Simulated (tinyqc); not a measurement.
Band offset of a heterojunction with an interface dipole (two-band chains, self-consistent charge), step by step. Values are carried at full precision from step to step, so a last printed digit may differ when a step is redone from the rounded ones.

Sites alternate A, C. Left: A at -G1/2, C at +G1/2, hopping -t1; right: A at D - G2/2, C at D + G2/2, hopping -t2; the bonds across the two interfaces of a ring (C left to A right, C right to A left) have -sqrt(t1 t2). D is the offset of the mid-gaps, so Ev(right) - Ev(left) = D - (G2 - G1)/2 and Ec(right) - Ec(left) = D + (G2 - G1)/2. The closing bond has its sign reversed (antiperiodic ring). Half the levels are filled with two electrons each. The charge moved is q = (electrons on the left) less one a site; the mean over the two interfaces, q/2, is taken as the charge that crosses each, and its dipole opposes the offset: D = D0 - u q/2.

Values chosen for the exercise (gaps near those of GaAs and AlAs; the chains and D0 are free models, so the offsets are not those of the real pair; the results hold for these values, not for the real material): G1 = 1.42 eV (gap on the left); G2 = 2.25 eV (gap on the right); t1 = 2.37 eV (hopping on the left); t2 = 1.63 eV (hopping on the right); D0 = 0.48 eV (mid-gap of the right side above that of the left, without dipole); n = 2 (cells a side in the small ring); u = 5.9 eV (potential step per electron moved across); mx = 0.2 (mixing).

## The small ring at D = D0

Fill in H.

H (eV), lower triangle:
```
         AL1      CL1      AL2      CL2      AR1      CR1      AR2     CR2
AL1  -0.7100
CL1  -2.3700   0.7100
AL2        0  -2.3700  -0.7100
CL2        0        0  -2.3700   0.7100
AR1        0        0        0  -1.9655  -0.6450
CR1        0        0        0        0  -1.6300   1.6050
AR2        0        0        0        0        0  -1.6300  -0.6450
CR2   1.9655        0        0        0        0        0  -1.6300  1.6050
```

## Levels and site charges

Diagonalise, fill the lower half with two electrons each, and sum the electrons on the left (L) less one a site.

levels (eV): -4.1933  -3.1201  -1.5703  -1.3794  1.8189  2.2528  3.8036  4.3078

electrons on the sites: AL1 1.3525, CL1 0.7265, AL2 1.3148, CL2 0.7208, AR1 1.4094, CR1 0.4973, AR2 1.4666, CR2 0.5121

q = 0.1146 electrons

Electrons move to the left, the side whose mid-gap lies lower.

## Self-consistent offset

From here on the ring has 24 cells a side.

Start at D = D0; D(out) = D0 - u q(D)/2; D(new) = D + mx (D(out) - D); stop when |D(out) - D| < 1e-7 eV.

Iterations:

| i | D (eV) | q | D(out) (eV) | D(out) - D |
|---|---|---|---|---|
| 0 | 0.48000 | 0.14036 | 0.06594 | -0.414 |
| 1 | 0.39719 | 0.11550 | 0.13927 | -0.258 |
| 2 | 0.34560 | 0.10021 | 0.18439 | -0.161 |
| 3 | 0.31336 | 0.09071 | 0.21240 | -0.101 |
| 4 | 0.29317 | 0.08479 | 0.22988 | -0.0633 |
| 5 | 0.28051 | 0.08108 | 0.24081 | -0.0397 |
| 6 | 0.27257 | 0.07876 | 0.24766 | -0.0249 |
| 7 | 0.26759 | 0.07730 | 0.25195 | -0.0156 |
| 8 | 0.26446 | 0.07639 | 0.25465 | -0.00981 |
| ... | ... | ... | ... | ... |
| 29 | 0.25919 | 0.07485 | 0.25919 | -5.58e-07 |
| 30 | 0.25919 | 0.07485 | 0.25919 | -3.51e-07 |
| 31 | 0.25919 | 0.07485 | 0.25919 | -2.20e-07 |
| 32 | 0.25919 | 0.07485 | 0.25919 | -1.38e-07 |
| 33 | 0.25919 | 0.07485 | 0.25919 | -8.68e-08 |

D = 0.2592 eV

Converged at i = 33: the dipole removes 46 % of the starting offset.

## Linear response

chi = (q(+h) - q(-h))/(2h) at D = 0 with h = 0.01 eV; S = 1/(1 + u chi/2); linear estimate D = S D0.

chi = 0.28732 1/eV
S = 0.5412
linear estimate of D = 0.2598 eV

The self-consistent value is 0.2592 eV, -0.6 meV from the estimate. At D = 0 no net charge crosses: the mid-gaps are the neutrality levels of these symmetric chains.

## The line-up

Ev(right) - Ev(left) = D - (G2 - G1)/2 and Ec(right) - Ec(left) = D + (G2 - G1)/2, for D0, for the self-consistent D and for D = 0. Type I: the offsets have opposite signs; type III: one valence edge lies above the other conduction edge; else type II.

Offsets (eV):

| case | D | valence | conduction | type |
|---|---|---|---|---|
| no dipole | 0.480 | 0.065 | 0.895 | type II (staggered) |
| self-consistent | 0.259 | -0.156 | 0.674 | type I (straddling) |
| neutrality levels aligned | 0.000 | -0.415 | 0.415 | type I (straddling) |

The dipole changes the type of the junction.

## Checks

- q at D = 0 against zero, as particle-hole symmetry demands: both 0.000000.
- q at the self-consistent D on 24 against 48 cells a side: both 0.0749.

Run: tinyqc, `OMP_NUM_THREADS=1 python tinyqc.py 1480060 1480061 out.jsonl`; Intel(R) Xeon(R) Processor @ 2.30GHz, one thread, shared host; about 0.5 s of CPU time with all checks.
